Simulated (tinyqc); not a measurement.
Resistance of a source-drain extension with a graded tip: two steps of the calculation.

y runs along the channel, the gate covers y > 0. The doping is N0 for y < y0 and N0 10^(-(y - y0)/la) beyond, uniform over the depth xj. Sheet conductance s(y) = q mu(N) max(N - Nch, 0) xj + (for y > 0) ma Cox Vo, with mu(N) = u0 + (u1 - u0)/(1 + (N/Nr)^au) and Cox = eps0 eox/tox. Current is taken as one-dimensional; depletion of the tip, spreading and the contact are left out. The metallurgical junction lies at yj, where N = Nch.

Parameters, values chosen for the exercise; mobility law close to that of electrons in silicon:

| symbol | value | unit | meaning |
|---|---|---|---|
| eox | 24.6 |  | relative permittivity of the gate insulator (close to zirconium oxide) |
| tox | 3.3 | nm | insulator thickness |
| N0 | 7.2e19 | cm^-3 | active doping of the extension far from the gate |
| la | 3.8 | nm/decade | lateral abruptness |
| y0 | 1.6 | nm | position under the gate where the fall begins (gate edge at 0) |
| xj | 11 | nm | depth of the extension |
| Nch | 8.4e17 | cm^-3 | channel doping |
| Vo | 0.81 | V | gate overdrive |
| ma | 130 | cm^2/(V s) | mobility of the gate-induced layer |
| u1 | 1414 | cm^2/(V s) | mobility at low doping |
| u0 | 68.5 | cm^2/(V s) | mobility at high doping |
| Nr | 9.2e16 | cm^-3 | reference doping |
| au | 0.711 |  | exponent |
| Lg | 50 | nm | gate length |

Constants: q = 1.602176634e-19 C, eps0 = 8.8541878128e-14 F/cm where lengths are in cm. Results are converted to the units shown.

Task 1. Sheet resistances and junction position. yj = y0 + la log10(N0/Nch); sheet resistance of the full extension 1/[q mu(N0)(N0 - Nch) xj] and of the gate-induced layer 1/(ma Cox Vo); metallurgical length Lg - 2 yj; ye is where the doped and the gate-induced conductances are equal.

Wanted: yj; sheet resistance of the extension; sheet resistance of the induced layer; metallurgical length; ye; N at ye.

Result 1.

yj = 8.9456 nm
sheet resistance of the extension = 994.36 ohm/square
sheet resistance of the induced layer = 1438.8 ohm/square
metallurgical length = 32.109 nm
ye = 2.2786 nm
N at ye = 4.7725e19 cm^-3

The gate takes over 6.67 nm before the junction, where N is still 56.8 times the channel doping.

Task 2. Resistance of the overlapped part. Midpoint rule on 10 equal steps from 0 to yj: R_ov = sum h/s(y), per width.

Give: y; N; doped conductance; sheet resistance; R_ov.

Result 2.

```
point	y (nm)	N (cm^-3)	doped conductance (uS)	sheet resistance (ohm/square)
0	0.4473	7.200e19	1006	588.0
1	1.342	7.200e19	1006	588.0
2	2.236	4.896e19	711.0	711.2
3	3.131	2.847e19	442.8	878.9
4	4.026	1.656e19	280.4	1025
5	4.920	9.630e18	179.8	1143
6	5.815	5.600e18	115.2	1234
7	6.709	3.257e18	71.23	1305
8	7.604	1.894e18	38.79	1363
9	8.498	1.102e18	12.22	1414
```

R_ov = 9.170 ohm um

tinyqc, about 0.05 s, one thread, Intel Xeon 2.30GHz (shared host): `OMP_NUM_THREADS=1 python tinyqc.py 2282038 2282039 out.jsonl`
